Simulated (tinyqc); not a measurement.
Inside a calculation. Model: deep trap from a strong local potential in a two-band host (Koster-Slater model with semi-elliptic bands). Computed by tinyqc, a small Python program that keeps every step. Command: `OMP_NUM_THREADS=1 python tinyqc.py 3014868 3014869 out.jsonl deeptrap walk`. One thread of a shared host (Intel(R) Xeon(R) Processor @ 2.30GHz), about 0.03 s of CPU time with the checks. Intermediate numbers are printed to about 6 digits and carried at full precision; extremes and crossings named in words are read from the listed rows.

The valence band spans -2 W_v to 0 and the conduction band E_g to E_g + 2 W_c. The orbital at the impurity site has weight f_v in the valence band and 1 - f_v in the conduction band, each spread as a semi-ellipse (2/(pi W^2)) sqrt(W^2 - x^2) about the band centre. The impurity adds U to this orbital. Spin is left out.

Inputs (values chosen for the exercise, with a gap close to that of diamond): gap E_g = 5.55 eV; half-width of the valence band W_v = 4.8 eV; half-width of the conduction band W_c = 2.6 eV; valence weight f_v of the site orbital = 0.6; impurity potential U = -30.3 eV; levels per band n = 4; trial energy E = 3.12 eV.

Impurity: attractive, donor-like.

## Green function at the trial energy

In the gap G(E) = f_v (2/W_v^2)[x - sqrt(x^2 - W_v^2)] - (1 - f_v)(2/W_c^2)[y - sqrt(y^2 - W_c^2)], x = E + W_v, y = E_g + W_c - E. The potential that would put a level at E is U = 1/G(E).

valence part = 0.0843899 1/eV

conduction part = -0.0856906 1/eV

G(E) = -0.00130071 1/eV

potential needed = -768.813 eV

## Thresholds and the vacancy level

G falls across the gap from G(0) to G(E_g). A repulsive U binds if U > 1/G(0), an attractive one if U < 1/G(E_g); the vacancy level (U infinite) solves G(E) = 0 (bisection).

G(0) = 0.199604 1/eV

G(E_g) = -0.246216 1/eV

repulsive threshold = 5.00993 eV

attractive threshold = -4.06148 eV

vacancy level = 3.08082 eV

## The trap level

The trap level solves G(E) = 1/U (bisection). With D = -dG/dE = D_v + D_c, D_v = f_v (2/W_v^2)[x/sqrt(x^2 - W_v^2) - 1] and D_c = (1 - f_v)(2/W_c^2)[y/sqrt(y^2 - W_c^2) - 1], the weight on the impurity orbital is 1/(U^2 D) and the conduction-band character is D_c/D.

trap level E_t = 3.97355 eV

weight on the impurity orbital = 0.0253220

conduction-band character = 0.764317

depth below the conduction band = 1.57645 eV

The level comes down from the conduction band and has covered 64 % of the way to the vacancy level, which it can never pass; 97 % of the state lies on host orbitals.

## The same problem as a small matrix

Each band is replaced by n levels e_k = centre + W cos(k pi/(n + 1)) with weights w_k = f (2/(n + 1)) sin^2(k pi/(n + 1)), k = 1..n (valence first); H_kl = e_k delta_kl + U sqrt(w_k w_l).

host levels e_k (eV): [-0.9167, -3.3167, -6.2833, -8.6833, 10.2534, 8.9534, 7.3466, 6.0466]

weights w_k: [0.082918, 0.217082, 0.217082, 0.082918, 0.055279, 0.144721, 0.144721, 0.055279]

H (eV):
```
[[-3.4291, -4.0652, -4.0652, -2.5124, -2.0514, -3.3192, -3.3192, -2.0514],
 [-4.0652, -9.8943, -6.5776, -4.0652, -3.3192, -5.3706, -5.3706, -3.3192],
 [-4.0652, -6.5776, -12.8609, -4.0652, -3.3192, -5.3706, -5.3706, -3.3192],
 [-2.5124, -4.0652, -4.0652, -11.1957, -2.0514, -3.3192, -3.3192, -2.0514],
 [-2.0514, -3.3192, -3.3192, -2.0514, 8.5785, -2.7101, -2.7101, -1.6749],
 [-3.3192, -5.3706, -5.3706, -3.3192, -2.7101, 4.5684, -4.3851, -2.7101],
 [-3.3192, -5.3706, -5.3706, -3.3192, -2.7101, -4.3851, 2.9615, -2.7101],
 [-2.0514, -3.3192, -3.3192, -2.0514, -1.6749, -2.7101, -2.7101, 4.3716]]
```

## Levels of the small matrix

Diagonalise H (2n rows). The trap level, between the highest valence and the lowest conduction e_k, is number n + 1 from below for an attractive impurity and number n for a repulsive one.

levels (eV): [-31.2802, -8.1734, -4.7915, -1.4297, 3.9739, 6.4362, 8.3132, 10.0514]

trap level of the matrix = 3.97393 eV

It misses the Green-function level by +0.0004 eV. The lone level at -31.28 eV is the hyperdeep partner, which holds a large part of the impurity orbital.

## Chemical trend: level against potential

U is 1.05, 1.2, 1.5, 2, 3, 5, 10 and 30 times the threshold, rounded to three digits; the largest values are formal and only show the vacancy limit.

Trend:
```
U (eV)   E_t (eV)  weight on the impurity  conduction character  E_t - vacancy level (eV)
-4.26     5.54813                0.018323              0.997770                   2.46731
-4.87     5.52379                0.057911              0.990735                   2.44297
-6.09     5.42709                0.093964              0.975954                   2.34627
-8.12     5.22036                0.104091              0.950238                   2.13954
-12.20    4.83176                0.083862              0.900251                   1.75094
-20.30    4.31871                0.046708              0.823428                   1.23789
-40.60    3.77020                0.015358              0.726947                   0.68938
-122.00   3.32339                0.001942              0.639403                   0.24257
```

dE_t/dU equals the weight on the impurity, which peaks at 0.104 (U = -8.12 eV) and falls to 0.0019 in the last row, so beyond the peak each further eV of potential moves the level less. The level nears the vacancy level, 3.081 eV, as 1/U: it is 0.689 eV away at 10 times the threshold and 0.243 eV at 30 times, and the state is then host-like.

## Opening the gap, as alloying or pressure does

The conduction band is shifted rigidly; widths, weights and U stay.

Against the gap:
```
E_g (eV)  E_t (eV)  depth below E_c (eV)  conduction character
2.77       1.89768               0.87232              0.727085
3.61       2.51385               1.09615              0.739713
4.44       3.13251               1.30749              0.750841
5.00       3.55495               1.44505              0.757810
5.55       3.97355               1.57645              0.764317
6.38       4.61182               1.76818              0.773601
7.21       5.25757               1.95243              0.782336
8.88       6.57782               2.30218              0.798516
```

As the conduction band moves up by 6.110 eV the level follows by 4.680 eV, a mean slope of 0.77; the local slope is the conduction character. A shallow donor would follow with slope 1 and a shallow acceptor with slope 0.

Checks made by the program: closed form against a 4000-point quadrature of the densities of states (relative difference below 1e-10); 200 levels per band against the Green function (relative difference below 1e-10).
